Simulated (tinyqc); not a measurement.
Hexagonal on-chip spiral inductor, lumped pi model: two steps of the calculation.

Outer diameter do = di + 2 n wd + 2 (n - 1) sp, mean da = (do + di)/2, fill p = (do - di)/(do + di), length l = 3.464 n da. L = 2.33 mu0 n^2 da/(1 + 3.82 p), mu0 = 4 pi 1e-7 H/m. Rs = rho l/(wd delta (1 - exp(-th/delta))), delta = sqrt(rho/(pi f mu0)). Cs = n wd^2 eps0 eo/hu across the coil. At each end Cox = l wd eps0 eo/(2 ho) leads to the substrate branch Rsi = 2 rs he/(l wd) in parallel with Csi = l wd eps0 11.7/(2 he). With one end grounded Y = 1/(Rs + i w L) + i w Cs + 1/[1/(i w Cox) + 1/(1/Rsi + i w Csi)], w = 2 pi f; Q = -Im Y/Re Y. Eddy currents in neighbouring turns and in the substrate are left out.

Inputs (values chosen for the exercise); values of the order met in silicon radio-frequency processes: number of turns n = 4.5; line width wd = 10 um; space between turns sp = 2 um; inner diameter di = 40 um; metal thickness th = 4 um; metal resistivity rho = 1.9 uohm cm; oxide below the coil ho = 9.1 um; oxide between coil and underpass hu = 1.5 um; relative permittivity of the oxide eo = 3.9; substrate resistivity rs = 1000 ohm cm; effective spreading depth in the substrate he = 50 um; frequency f = 4.3 GHz.

Constants: eps0 = 8.8541878128e-12 F/m. Results are converted to the units shown.

Task 1. Geometry and model elements. do, l, L, delta, Rs, Cs, Cox, Rsi and Csi as defined.

Find: do; l; L; delta; Rs; Cs; Cox; Rsi; Csi.

Result 1.

do = 144.0 um
l = 1434 um
L = 1.727 nH
delta = 1.058 um
Rs = 2.636 ohm
Cs = 10.36 fF
Cox = 27.21 fF
Rsi = 6.973e4 ohm
Csi = 14.86 fF

Task 2. Admittance, quality factor and apparent inductance. Series branch 1/(Rs + i w L), substrate branch, total Y, Q = -Im Y/Re Y, apparent inductance Im(1/Y)/w, metal-only value w L/Rs, share of the loss in the substrate Re(substrate branch)/Re Y.

L = 1.7266769 nH
Rs = 2.6356421 ohm
Cs = 10.359400 fF
Cox = 27.209476 fF
Rsi = 69730.339 ohm
Csi = 14.856374 fF

Find: series branch; substrate branch; Y; Q; apparent inductance; w L/Rs; share of the loss in the substrate.

Result 2.

series branch = 1.207-21.368i mS
substrate branch = 0.00600+0.25970i mS
Y = 1.213-20.828i mS
Q = 17.168
apparent inductance = 1.7711 nH
w L/Rs = 17.700
share of the loss in the substrate = 0.49449 %

Q is 97.0 % of the metal-only value.

Program tinyqc, `OMP_NUM_THREADS=1 python tinyqc.py 2302079 2302080 out.jsonl`; Intel Xeon 2.30GHz, shared host, one thread, about 0.01 s.
